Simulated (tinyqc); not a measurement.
Changing the screening length lambda: Landau-Devonshire theory of a uniaxial ferroelectric. Computed by tinyqc, a small Python program. Command: `OMP_NUM_THREADS=1 python tinyqc.py 3027903 3027904 out.jsonl ferro sweep`. One thread of a shared host (Intel(R) Xeon(R) Processor @ 2.30GHz), about 0.01 s of CPU time with the checks.

G(P) = (alpha/2) P^2 + (beta*/4) P^4 + (gamma/6) P^6 - E P per volume, SI units, one domain, P along the polar axis.

Inputs (values chosen for the exercise, modelled on lead titanate):
```
quantity                           value         unit
alpha_0                           767000  J m/(C^2 K)
Curie-Weiss temperature T0           752            K
beta                           -2.96e+08    J m^5/C^4
gamma                           1.56e+09    J m^9/C^6
temperature T                        451            K
film thickness d                     6.1           nm
background permittivity eps_b          8            -
```

Sample: free crystal.

Constants: eps_0 = 8.8541878128e-12 F/m.

Method:
- alpha = alpha_0 (T - T0*), T0* = T0, beta* = beta.
- Between shorted electrodes with screening length lambda each, the depolarising field is -k P, k = 2 lambda/(eps_0 (d + 2 lambda eps_b)), so alpha turns into alpha + k.
- Ps^2 = [-beta* + sqrt(beta*^2 - 4 alpha gamma)]/(2 gamma).
- The polar state is the lowest uniform state while alpha + k < 0 (beta* > 0) or < 3 beta*^2/(16 gamma) (beta* < 0); setting the equality gives the critical thickness d_c.

One run for each value; columns: (1) screening length lambda (nm); (2) critical thickness d_c (nm); (3) depolarising coefficient k (J m/C^2); (4) polarisation of the film (microcoulomb/cm^2); (5) size of the depolarising field (MV/m):
```
(1)        (2)         (3)     (4)     (5)
0.0010   0.920  3.6933e+07  67.823  25.049
0.0019   1.747  7.0008e+07  65.552  45.892
0.0037   3.403  1.3569e+08  59.955  81.355
0.0072   6.622  2.6167e+08   0.000   0.000
0.0140  12.876  5.0005e+08   0.000   0.000
0.0270  24.833  9.3368e+08   0.000   0.000
0.0520  47.826  1.6944e+09   0.000   0.000
0.1000  91.972  2.9335e+09   0.000   0.000
```

What does the table show, and why?

Over the rows, critical thickness d_c (nm) rises from 0.920 to 92.0 (exponent d ln y / d ln x about 1.0 throughout); depolarising coefficient k (J m/C^2) rises from 3.69e7 to 2.93e9 (exponent d ln y / d ln x 1.00 between the first rows and 0.84 between the last); polarisation of the film (microcoulomb/cm^2) falls from 67.8 to 0, flat over part of the range. The exponent of critical thickness d_c stays at 1: k depends on lambda/d.

Caution (rows 0.00100): a critical thickness of a few unit cells is outside the continuum theory.

Extremes, crossings and ranges named in words are read from the listed rows.
